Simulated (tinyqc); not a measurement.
Pariser-Parr-Pople SCF with singles CI, for the molecule [CH2+]c1ccccn1 (SMILES; centres numbered as the heavy atoms are written), step by step. One step of it, computed by the program tinyqc.

Task: Iteration 1: Fock matrix. F_rr = H_rr + P_rr gamma_rr / 2 + sum_(s != r) P_ss gamma_rs; F_rs = H_rs - P_rs gamma_rs / 2; E = tr P (H + F) / 2 + core repulsion sum_(r<s) z_r z_s gamma_rs.

P at the start:
```
           1C         2C         3C         4C         5C         6C         7N
1C   0.102386   0.346331   0.186915  -0.021160  -0.137370  -0.124515   0.067708
2C   0.346331   1.228406   0.671480   0.019375  -0.327001  -0.247711   0.456438
3C   0.186915   0.671480   0.879596   0.609554   0.220184  -0.140196  -0.244925
4C  -0.021160   0.019375   0.609554   0.820159   0.679050   0.265849  -0.251979
5C  -0.137370  -0.327001   0.220184   0.679050   0.793957   0.562877   0.072984
6C  -0.124515  -0.247711  -0.140196   0.265849   0.562877   0.682338   0.644256
7N   0.067708   0.456438  -0.244925  -0.251979   0.072984   0.644256   1.493160
```

core matrix H (eV):
```
            1C          2C          3C          4C          5C          6C          7N
1C  -32.702663   -2.350000    0.000000    0.000000    0.000000    0.000000    0.000000
2C   -2.350000  -38.591990   -2.350000    0.000000    0.000000    0.000000   -2.470000
3C    0.000000   -2.350000  -37.056652   -2.350000    0.000000    0.000000    0.000000
4C    0.000000    0.000000   -2.350000  -36.053328   -2.350000    0.000000    0.000000
5C    0.000000    0.000000    0.000000   -2.350000  -35.804619   -2.350000    0.000000
6C    0.000000    0.000000    0.000000    0.000000   -2.350000  -36.128261   -2.470000
7N    0.000000   -2.470000    0.000000    0.000000    0.000000   -2.470000  -40.452764
```

repulsion gamma_rs (eV):
```
           1C         2C         3C         4C         5C         6C         7N
1C  11.130000   5.345539   3.872515   2.881267   2.621087   2.881267   3.940988
2C   5.345539  11.130000   5.346287   3.872515   3.517455   3.872515   5.477679
3C   3.872515   5.346287  11.130000   5.345539   3.872515   3.518103   3.941692
4C   2.881267   3.872515   5.345539  11.130000   5.346287   3.873196   3.574524
5C   2.621087   3.517455   3.872515   5.346287  11.130000   5.346287   3.940988
6C   2.881267   3.872515   3.518103   3.873196   5.346287  11.130000   5.476893
7N   3.940988   5.477679   3.941692   3.574524   3.940988   5.476893  12.300000
```

Centres (angstrom, eV; a flat drawing with bonds scaled to 1.40 angstrom):
```
centre          x          y  core charge z          W   gamma_rr
1C       2.400000   0.000000              1  11.160000  11.130000
2C       1.000000   0.000000              1  11.160000  11.130000
3C       0.300000   1.212000              1  11.160000  11.130000
4C      -1.100000   1.212000              1  11.160000  11.130000
5C      -1.800000   0.000000              1  11.160000  11.130000
6C      -1.100000  -1.212000              1  11.160000  11.130000
7N       0.300000  -1.212000              1  14.100000  12.300000
```

Give: F; pi energy.

Result:

F (eV):
```
         1C       2C       3C       4C       5C       6C        7N
1C  -9.8655  -3.2757  -0.3619   0.0305   0.1800   0.1794   -0.1334
2C  -3.2757  -9.7158  -4.1450  -0.0375   0.5751   0.4796   -3.7201
3C  -0.3619  -4.1450  -9.4529  -3.9792  -0.4263   0.2466    0.4827
4C   0.0305  -0.0375  -3.9792  -9.5103  -4.1652  -0.5148    0.4504
5C   0.1800   0.5751  -0.4263  -4.1652  -9.4735  -3.8546   -0.1438
6C   0.1794   0.4796   0.2466  -0.5148  -3.8546  -8.5853   -4.2343
7N  -0.1334  -3.7201   0.4827   0.4504  -0.1438  -4.2343  -10.8727
```

pi energy = -80.8405 eV
